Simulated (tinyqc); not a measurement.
p-type polysilicon, carrier trapping at grain boundaries: two steps of the calculation.

One-dimensional grains of size Lg, uniform ionised doping N, monovalent traps Qt at each boundary at a depth Et below (for electrons) or above (for holes) the band edge there, abrupt depletion of width W on each side of a boundary, Boltzmann statistics. xi is the distance from the band edge at the grain centre to the Fermi level. Trapped charge Qt/(1 + exp((xi + VB - Et)/Vt)) = 2 N W, barrier VB = q N W^2/(2 eps0 eps_r).

Inputs (values chosen for the exercise); values of the order met in polycrystalline silicon:
- T = 250 K (temperature)
- eps_r = 11.7 (relative permittivity)
- NB = 2.02e19 cm^-3 (valence-band density of states at T)
- Lg = 19 nm (grain size)
- Qt = 7.6e11 cm^-2 (trap density of a grain boundary)
- Et = 0.41 eV (depth of the trap level from the majority band edge at the boundary)
- ms = 0.32 m0 (mass for thermionic emission)
- fe = 1 (correction factor of the emission rate)
- mug = 50 cm^2/(V s) (mobility inside the grains)
- N = 3.5e17 cm^-3 (doping)

Constants: q = 1.602176634e-19 C, kB = 1.380649e-23 J/K, m0 = 9.1093837015e-31 kg, Vt = kB T/q, eps0 = 8.8541878128e-14 F/cm where lengths are in cm. Results are converted to the units shown.

Problem 1. Depletion width, Fermi level and barrier. If the trap equation with xi = Vt ln(NB/N) has a root W < Lg/2, the grain is partly depleted; otherwise W = Lg/2 and the trap equation gives xi = Et - VB + Vt ln(Qt/(N Lg) - 1). N* = Qt/Lg.

Wanted: N*; W; xi; VB; share of traps filled.

Solution 1.

N* = 4.0000e17 cm^-3
W = 9.5000 nm
xi = 0.34365 V
VB = 0.024426 V
share of traps filled = 0.87500

N is 0.875 N*, and the grain is fully depleted; VB = 1.13 Vt.

Problem 2. Resistivity and effective mobility. n0 = NB exp(-xi/Vt); mean density n0 (1 - 2 W/Lg) by charge balance in a partly depleted grain, and n0 (sqrt(pi)/2) erf(u)/u with u = sqrt(VB/Vt) in a fully depleted one; v = sqrt(kB T/(2 pi ms m0)); barrier resistivity Vt exp(VB/Vt)/(q fe n0 v Lg); grain resistivity (1 - 2 W/Lg)/(q n0 mug); effective mobility 1/(q mean density total resistivity).

W = 9.5 nm
xi = 0.34365212 V
VB = 0.024426490 V

Wanted: n0; mean density; v; barrier resistivity; grain resistivity; resistivity; effective mobility.

Solution 2.

n0 = 2.3858e12 cm^-3
mean density = 1.7233e12 cm^-3
v = 4.3411e6 cm/s
barrier resistivity = 21234 ohm cm
grain resistivity = 0.0000 ohm cm
resistivity = 21234 ohm cm
effective mobility = 170.56 cm^2/(V s)

The resistivity is 59500 times that of a single crystal with the same N and mobility mug, and the mean density is 4.92e-4 % of N. The effective mobility exceeds mug only because drift through the depleted grain is left out.

Numbers from tinyqc (`OMP_NUM_THREADS=1 python tinyqc.py 2830291 2830292 out.jsonl`; about 0.01 s on one thread of a shared Intel Xeon 2.30GHz).
